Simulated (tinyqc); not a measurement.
# Changing the pyrometer wavelength

Model: rapid thermal processing of a wafer: radiative balance, ramp and cooling, pattern effects, pyrometer error and spike budget. Computed by tinyqc, a small Python program. Command: `OMP_NUM_THREADS=1 python tinyqc.py 3111364 3111365 out.jsonl rtp sweep`. One thread of a shared host (Intel(R) Xeon(R) Processor @ 2.30GHz), about 0.04 s of CPU time with the checks.

The wafer is opaque and uniform through its thickness unless said otherwise; temperatures in formulas are in kelvin (C + 273.15). sigma = 5.670374419e-12 W/(cm^2 K^4).

Inputs (values chosen for the exercise, modelled on a hot silicon wafer):
```
quantity                              value  unit
process temperature                     887     C
starting temperature                    400     C
error of the assumed emissivity          11     %
activation energy of the process E_a   3.46    eV
```

Constants: h = 6.62607015e-34 J s; c = 299792458 m/s; k_B = 1.380649e-23 J/K; k_B = 8.617333262e-05 eV/K.

Method. Signal proportional to eps/(exp(c2/(lambda T)) - 1), c2 = h c/k_B. If the assumed emissivity is too high by the given error, the reading T' solves (1 + error)/(exp(c2/(lambda T')) - 1) = 1/(exp(c2/(lambda T)) - 1). Wien estimate: T' - T = -lambda T^2 ln(1 + error)/c2. Process rates go as exp(-E_a/(k_B T)).

One run for each value; columns: (1) pyrometer wavelength (micrometre); (2) reading less true temperature (K); (3) Wien estimate (K); (4) c2/(lambda T); (5) rate at T over rate at T', less 1 (%):
```
(1)       (2)      (3)     (4)     (5)
0.6    -5.828   -5.858  20.669   19.09
0.9    -8.720   -8.786  13.780   29.97
1.3   -12.553  -12.691   9.540   46.02
2.0   -19.166  -19.525   6.201   78.84
3.0   -28.142  -29.288   4.134  136.41
4.5   -39.855  -43.932   2.756  242.54
6.7   -53.036  -65.410   1.851  424.84
10.0  -66.383  -97.627   1.240  717.01
```

Describe and explain the trends.

Over the rows, reading less true temperature (K) falls from -5.83 to -66.4 (exponent d ln y / d ln x 0.99 between the first rows and 0.56 between the last); Wien estimate (K) falls from -5.86 to -97.6 (exponent d ln y / d ln x about 1.0 throughout); c2/(lambda T) falls from 20.7 to 1.24 (exponent d ln y / d ln x about -1.0 throughout). At the low end the exponent of reading less true temperature is 0.99, close to 1: the Wien limit.

Caution (rows 1.30, 2.00, 3.00, 4.50, 6.70, 10.0): below about 600 C lightly doped silicon is partly transparent at this wavelength, so its emissivity is not yet the hot value early in the ramp.
